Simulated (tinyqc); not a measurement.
Bound state in one dimension: Numerov shooting, finite differences, DVR, step by step. Computed by tinyqc, a small Python program that keeps every step. Settings: points = 96. Command: `OMP_NUM_THREADS=1 python tinyqc.py 20627 20628 out.jsonl` (the two numbers bound the seeds that draw the settings). One thread of a shared host (Intel(R) Xeon(R) Processor @ 2.60GHz), about 0.01 s of CPU time with the checks.

## Numerov steps at E = 0.1

One particle of mass 1 in V = 5.25 (x^2 - 1.56^2)^2 / 1.56^4 (atomic units), psi = 0 at both ends:
```
parameter                 value
left end              -3.400000
right end              3.400000
intervals                    96
h                      0.070833
state sought (nodes)          0
```

k_i = 2 m (E - V_i); (1 + h^2 k_(i+1)/12) y_(i+1) = 2 (1 - 5 h^2 k_i/12) y_i - (1 + h^2 k_(i-1)/12) y_(i-1), from y_0 = 0, y_1 = 0.001.

Points along the way:
```
i           x          V            k          y
0   -3.400000  73.834597  -147.469194   0.000000
1   -3.329167  66.323600  -132.447200   0.001000
2   -3.258333  59.360898  -118.521795   0.002687
3   -3.187500  52.921586  -105.643172   0.006027
4   -3.116667  46.981296   -93.762592   0.012659
5   -3.045833  41.516195   -82.832390   0.025399
32  -1.133333   1.170627    -2.141254  52.277283
33  -1.062500   1.508961    -2.817922  56.746234
34  -0.991667   1.864297    -3.528594  62.022082
35  -0.920833   2.228868    -4.257736  68.401604
36  -0.850000   2.595444    -4.990888  76.249441
37  -0.779167   2.957331    -5.714662  86.015712
```

## Bisection on the node count

With more sign changes than the state has nodes (the last point included) the energy is too high, else too low; the bracket starts as 0.1 to 12.

Trials:
```
trial           E  sign changes  y at the right end   next
1      6.05000000             4            2.49e+03  lower
2      3.07500000             2            2.84e+05  lower
3      1.58750000             0            6.80e+05  raise
4      2.33125000             2            1.62e+05  lower
5      1.95937500             1           -5.26e+02  lower
6      1.77343750             0            1.19e+05  raise
7      1.86640625             0            2.42e+04  raise
8      1.91289062             0            4.99e+03  raise
9      1.93613281             0            7.25e+02  raise
10     1.94775391             1           -2.53e+02  lower
11     1.94194336             0            1.45e+02  raise
12     1.94484863             1           -7.64e+01  lower
13     1.94339600             0            2.86e+01  raise
14     1.94412231             1           -2.53e+01  lower
...           ...           ...                 ...    ...
29     1.94377651             1           -5.95e-04  lower
30     1.94377650             0            2.26e-04  raise
31     1.94377651             1           -1.84e-04  lower
```

eigenvalue = 1.94377651 hartree

## The same grid by other methods

Three-point finite differences and the sine-DVR kinetic matrix of Colbert and Miller on the same points.

Lowest levels (hartree):
```
state  finite differences       DVR
0                1.941534  1.943782
1                1.970887  1.973145
2                4.905697  4.910522
```
